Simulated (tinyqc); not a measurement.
Thermal stress, cracking, delamination and buckling of a thin film; Griffith cracks and misfitting inclusions: one step, computed by the program tinyqc. Command: `OMP_NUM_THREADS=1 python tinyqc.py 3004736 3004737 out.jsonl filmcrack walk`. One thread of a shared host (Intel(R) Xeon(R) Processor @ 2.30GHz), about 0.01 s of CPU time with the checks.

Isotropic linear elasticity; the substrate is much thicker than the film; stress is positive in tension.

Question. Griffith crack in the substrate. Through crack of length 2a in plane strain: K_Ic = sqrt(2 gamma_s E_s/(1 - nu_s^2)); fracture stress = K_Ic/sqrt(pi a). An edge crack of depth a has K larger by 1.1215.

Inputs (values chosen for the exercise, modelled on a silicon dioxide film on silicon):
```
quantity                          value        unit
substrate Young's modulus E_s       164         GPa
substrate Poisson ratio nu_s       0.22           -
flaw half length a                  2.2  micrometre
substrate surface energy gamma_s    2.2       J/m^2
```

Give: toughness K_Ic; fracture stress, inner crack; fracture stress, edge crack.

Answer.

toughness K_Ic = 0.8708 MPa m^0.5

fracture stress, inner crack = 331.2 MPa

fracture stress, edge crack = 295.3 MPa

The inner crack lowers the strength to 2.0 % of the ideal E_s/10.
